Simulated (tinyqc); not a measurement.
# Long-channel MOSFET, surface-potential model: several studies

n-channel transistor on a uniformly doped p-type body, gradual-channel approximation, constant mobility, Boltzmann statistics, full ionisation. Potentials are counted from the neutral body; V is the electron quasi-Fermi potential, Vsb at the source and Vsb + Vds at the drain. Charges are magnitudes per area.

Parameters, values chosen for the exercise; material values close to those of silicon:
- T = 273 K (temperature)
- Eg = 1.1 eV (band gap)
- eps_r = 11.7 (relative permittivity of the semiconductor)
- Nc = 2.47e19 cm^-3 (conduction-band density of states at T)
- Nv = 2.32e19 cm^-3 (valence-band density of states at T)
- Na = 4.6e15 cm^-3 (acceptor density of the body)
- eox = 8.94 (relative permittivity of the gate insulator)
- tox = 28 nm (insulator thickness)
- Vfb = -0.61 V (flat-band voltage)
- mu = 270 cm^2/(V s) (channel mobility)
- W = 20 um (gate width)
- L = 2 um (gate length)
- Vsb = 0.5 V (source-body reverse bias)
- Vgs = 0.1 V (gate-source voltage)
- Vds = 0.8 V (drain-source voltage)

Constants: q = 1.602176634e-19 C, kB = 1.380649e-23 J/K, Vt = kB T/q, eps0 = 8.8541878128e-14 F/cm where lengths are in cm. Results are converted to the units shown.

Each table varies one quantity; the others keep the values above.

## Effect of the insulator thickness

ni = sqrt(Nc Nv) exp(-Eg/(2 Vt)), Eg in volts; phiF = Vt ln(Na/ni); Cox = eps0 eox/tox; gamma = sqrt(2 q eps0 eps_r Na)/Cox. The surface potential psi at channel potential V solves Vgs + Vsb - Vfb - psi = gamma sqrt(G), G = psi - Vt + Vt exp((psi - 2 phiF - V)/Vt). Charge sheet: Qi = Cox gamma [sqrt(G) - sqrt(psi - Vt)]; I = mu (W/L) [integral of Qi dpsi from psi_0 to psi_L (drift) + Vt (Qi0 - QiL) (diffusion)], with psi_0 at V = Vsb and psi_L at V = Vsb + Vds. VT = Vfb + 2 phiF + gamma sqrt(2 phiF + Vsb), m = 1 + gamma/(2 sqrt(2 phiF + Vsb)). The swing is 20 mV/log10[I(VT - 0.14 V)/I(VT - 0.16 V)] of the charge-sheet current at the given Vds.

Effect of the insulator thickness:

| tox (nm) | gamma (V^0.5) | VT (V) | m | swing (mV/decade) | I at Vgs, Vds (uA) |
|---|---|---|---|---|---|
| 9.3 | 0.04591 | 0.1376 | 1.021 | 56.04 | 0.005821 |
| 13 | 0.06418 | 0.1576 | 1.029 | 56.53 | 0.002631 |
| 17 | 0.08392 | 0.1792 | 1.038 | 57.06 | 0.001132 |
| 23 | 0.1135 | 0.2116 | 1.052 | 57.86 | 3.284e-4 |
| 31 | 0.1530 | 0.2548 | 1.070 | 58.92 | 6.651e-5 |
| 42 | 0.2073 | 0.3143 | 1.095 | 60.37 | 8.150e-6 |
| 56 | 0.2765 | 0.3899 | 1.126 | 62.21 | 6.577e-7 |

As tox goes from 9.3 to 56 nm, VT rises from 0.138 to 0.390 V, the swing rises from 56.0 to 62.2 mV a decade and the current falls from 0.00582 to 6.58e-7 uA. The swing is 1.3 % above m Vt ln 10 in the first row and 2.0 % above it in the last. The gate voltage is below VT in 7 of the 7 rows.

## Transfer curve from weak to strong inversion

Pao-Sah: Qi(V) = (Cox gamma/2) integral from 3 Vt to psi of exp((u - 2 phiF - V)/Vt)/sqrt(G(u, V)) du, and I = mu (W/L) integral of Qi dV from Vsb to Vsb + Vds. Square law: VT = Vfb + 2 phiF + gamma sqrt(2 phiF + Vsb), m = 1 + gamma/(2 sqrt(2 phiF + Vsb)), I = mu Cox (W/L) [(Vgs - VT) v - m v^2/2] with v the smaller of Vds and (Vgs - VT)/m, and zero below VT. gm = dI/dVgs of the charge-sheet current.

Transfer curve from weak to strong inversion:

| Vgs (V) | I, charge sheet (uA) | I, Pao-Sah (uA) | drift share (%) | gm/I (1/V) | I, square law (uA) |
|---|---|---|---|---|---|
| 0.04 | 1.136e-5 | 1.150e-5 | 0.001257 | 39.27 | 0 |
| 0.21 | 0.009109 | 0.009212 | 0.9928 | 39.07 | 0 |
| 0.39 | 2.184 | 2.278 | 53.25 | 17.84 | 8.225 |
| 0.56 | 16.26 | 17.03 | 79.13 | 8.021 | 37.07 |
| 0.74 | 49.66 | 51.74 | 87.45 | 4.874 | 90.24 |
| 0.92 | 103.8 | 107.6 | 91.14 | 3.468 | 166.7 |
| 1.09 | 174.6 | 180.2 | 93.12 | 2.710 | 260.2 |
| 1.26 | 261.9 | 269.5 | 94.79 | 2.062 | 364.0 |
| 1.44 | 361.4 | 370.6 | 96.10 | 1.555 | 473.9 |

Read the table: what changes, and by how much?

The charge-sheet current rises from 1.14e-5 to 361 uA. In the first row gm/I is 39.3 1/V, a swing of 58.6 mV a decade, against Vt ln 10 = 54.2 mV a decade for an ideal gate; in the last it is 1.56 1/V. Drift passes half of the current at Vgs = 0.39 V among the rows listed (VT = 0.239 V). The charge sheet departs most from Pao-Sah at Vgs = 0.56 V, where it is 4.5 % below it. In the last row the square law is 28 % above Pao-Sah. For Vgs = 1.26 to 1.44 V the surface electron density at the source passes 0.3 Nc, where degeneracy and quantisation, left out here, matter.

## Output curve

Same model as above.

In this table Vgs = 0.54 V.

Output curve:

| Vds (V) | psi_L (V) | QiL (nC/cm^2) | I, charge sheet (uA) | I, Pao-Sah (uA) | I, square law (uA) |
|---|---|---|---|---|---|
| 0.05 | 1.362 | 36.34 | 5.510 | 5.776 | 10.49 |
| 0.1 | 1.400 | 24.69 | 9.455 | 9.917 | 18.95 |
| 0.15 | 1.436 | 14.21 | 11.96 | 12.55 | 25.38 |
| 0.2 | 1.463 | 5.917 | 13.24 | 13.88 | 29.78 |
| 0.25 | 1.478 | 1.399 | 13.68 | 14.33 | 32.15 |
| 0.3 | 1.482 | 0.2004 | 13.76 | 14.42 | 32.60 |
| 0.35 | 1.483 | 0.02457 | 13.77 | 14.43 | 32.60 |
| 0.4 | 1.483 | 0.002943 | 13.77 | 14.43 | 32.60 |
| 0.45 | 1.483 | 3.515e-4 | 13.77 | 14.43 | 32.60 |

The Pao-Sah current rises from 5.78 to 14.4 uA, while the charge at the drain end falls from 36.3 to 3.52e-4 nC/cm^2. The current first comes within 1 % of its last value at Vds = 0.25 V among the rows listed; the square law saturates at (Vgs - VT)/m = 0.283 V. Over the last two rows psi_L moves by less than 1 mV: the drain has lost hold of the surface potential, so the current no longer grows. In the last row the charge sheet is 4.5 % below Pao-Sah and the square law 2.26 times it.

Computed by the program tinyqc: `OMP_NUM_THREADS=1 python tinyqc.py 2360166 2360167 out.jsonl`, one thread of a shared Intel Xeon 2.30GHz, about 0.06 s for the whole run.
